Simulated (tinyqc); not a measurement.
Crystallisation kinetics and data retention of a phase-change cell: retention against temperature.

Johnson-Mehl-Avrami-Kolmogorov law X = 1 - exp(-y^n), y = integral of k dt, k = (1/100 s) exp[-(Ec q/kB)(1/T - 1/T1)].

At fixed T the state fails at t = (-ln(1 - Xf))^(1/n)/k; ten years are 3.15576e8 s.

Inputs (values chosen for the exercise); values of the order of Ge-Sb-Te and related chalcogenides: activation energy of crystallisation Ec = 2.16 eV; temperature at which the rate k is 1/(100 s) T1 = 428 K; Avrami exponent n = 2; crystalline share at which the state is lost Xf = 0.4.

Constants: q = 1.602176634e-19 C, kB = 1.380649e-23 J/K. Results are converted to the units shown.

Result of one run:

| T (K) | k (1/s) | time to fail (s) |
|---|---|---|
| 364 | 3.373e-7 | 2.119e6 |

What becomes of these results when the storage temperature T is changed from 364 to 381 K, all else the same?

Result of the changed run:

| T (K) | k (1/s) | time to fail (s) |
|---|---|---|
| 381 | 7.285e-6 | 9.811e4 |

The whole series:

| T (K) | k (1/s) | time to fail (s) |
|---|---|---|
| 314 | 5.833e-12 | 1.225e11 |
| 331 | 3.519e-10 | 2.031e9 |
| 348 | 1.422e-8 | 5.025e7 |
| 364 | 3.373e-7 | 2.119e6 |
| 381 | 7.285e-6 | 9.811e4 |
| 398 | 1.210e-4 | 5906 |
| 415 | 0.001597 | 447.6 |
| 431 | 0.01503 | 47.54 |
| 448 | 0.1366 | 5.232 |

The time to fail falls from 1.23e11 to 5.23 s, a decade every 9.55 K at the cold end; ten years need T below 339.3 K.

Range of the model: One Arrhenius rate is assumed; incubation, growth from the boundary and the non-Arrhenius kinetics of the supercooled liquid are left out.

Program tinyqc, `OMP_NUM_THREADS=1 python tinyqc.py 2490001 2490002 out.jsonl`; Intel Xeon 2.30GHz, shared host, one thread, about 0.02 s.
